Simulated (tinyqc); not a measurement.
Reduced Fermi level from a carrier density: charge neutrality of a doped semiconductor with incomplete ionisation. Computed by tinyqc, a small Python program. Command: `OMP_NUM_THREADS=1 python tinyqc.py 3028038 3028039 out.jsonl dopant walk`. One thread of a shared host (Intel(R) Xeon(R) Processor @ 2.30GHz), about 0.03 s of CPU time with the checks.

Energies are counted from the top of the valence band; E_D is measured down from the conduction band and E_A up from the valence band.

Inputs (values chosen for the exercise, for a model semiconductor): gap at 0 K E_g0 = 1.38 eV; Varshni alpha = 0.000242 eV/K; Varshni beta = 133 K; electron mass m_e = 0.113 m_0; valleys M_c = 1; hole mass m_h = 0.649 m_0; temperature T = 100 K.

Doping: p-type. Statistics of the bands: Fermi-Dirac.

ratios u of density to N: [0.013, 0.041, 0.13, 0.4, 1.2, 3.9, 12]

Constants: m_0 = 9.1093837015e-31 kg; k_B = 1.380649e-23 J/K; h = 6.62607015e-34 J s; k_B = 8.617333262e-05 eV/K.

Method:
- E_g = E_g0 - alpha T^2/(T + beta).
- N_c = 2 M_c (2 pi m_e k_B T/h^2)^(3/2) and N_v = 2 (2 pi m_h k_B T/h^2)^(3/2), masses in units of m_0.
- n_i = sqrt(N_c N_v) exp(-E_g/(2 k_B T)); E_i = E_g/2 + (k_B T/2) ln(N_v/N_c).
- F_1/2(eta) = (2/sqrt(pi)) int_0^infinity sqrt(x)/(1 + exp(x - eta)) dx, by the trapezoid rule in t = sqrt(x) with step 0.02 up to t = 12 (for eta < -12 by exp(eta) - exp(2 eta)/2^(3/2)).
- For u = density/N of the majority band, eta solves F_1/2(eta) = u (bisection). Boltzmann: ln u. Joyce-Dixon: ln u + u/sqrt(8) - 4.95009e-3 u^2 + 1.48386e-4 u^3 - 4.42563e-6 u^4. Degenerate limit: (3 sqrt(pi) u/4)^(2/3). The last column is (eta - ln u) k_B T.

N_v = 2.52498e+18 cm^-3

k_B T = 0.00861733 eV

Eta by four rules:
```
u      density (cm^-3)    exact  Boltzmann  Joyce-Dixon  degenerate  Boltzmann error (meV)
0.013       3.2825e+16  -4.3382    -4.3428      -4.3382      0.0668             3.9600e-02
0.041       1.0352e+17  -3.1797    -3.1942      -3.1797      0.1438             1.2484e-01
0.13        3.2825e+17  -1.9943    -2.0402      -1.9943      0.3103             3.9535e-01
0.4         1.0100e+18  -0.7757    -0.9163      -0.7757      0.6563             1.2119e+00
1.2         3.0300e+18   0.5997     0.1823       0.5997      1.3652             3.5967e+00
3.9         9.8474e+18   2.6724     1.3610       2.6723      2.9955             1.1301e+01
12          3.0300e+19   6.2011     2.4849       6.1794      6.3369             3.2024e+01
```

Boltzmann statistics place E_F within 1 meV of the exact value up to u = 0.130 of those listed and miss by 32.0 meV at u = 12. Joyce-Dixon stays within 0.01 in eta up to u = 3.90; the degenerate limit is still 2.2 % high at the last u. A parabolic band is assumed throughout.
